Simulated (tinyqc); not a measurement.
# Electron density from the centroid

Question. In the Fang-Howard model the centroid is 3/b with b^3 = 6 (mz1/C) q (Nd + 11 Ns/32)/(eps0 eps_r), C = hbar^2/(2 m0), the field in eV/nm. Find b and Ns.

Parameters, values chosen for the exercise; masses and permittivity close to those of In0.53Ga0.47As:
```
symbol,value,unit,meaning
eps_r,14,,relative permittivity
mz1,0.0415,m0,mass along z of valley set A (1 valley(s))
Nd,2.6e11,cm^-2,sheet density of depletion charge
```

Constants: q = 1.602176634e-19 C, hbar = 1.054571817e-34 J s, m0 = 9.1093837015e-31 kg, eps0 = 8.8541878128e-14 F/cm where lengths are in cm, hbar^2/(2 m0) = 0.0380998212 eV nm^2. Results are converted to the units shown.

centroid = 8.1051075 nm

Answer. b = 3/centroid gives Nd + 11 Ns/32, from which the depletion charge is taken off.

b = 0.3701 1/nm
Ns = 9.900e11 cm^-2

Program tinyqc, `OMP_NUM_THREADS=1 python tinyqc.py 2160030 2160031 out.jsonl`; Intel Xeon 2.30GHz, shared host, one thread, about 0.6 s.
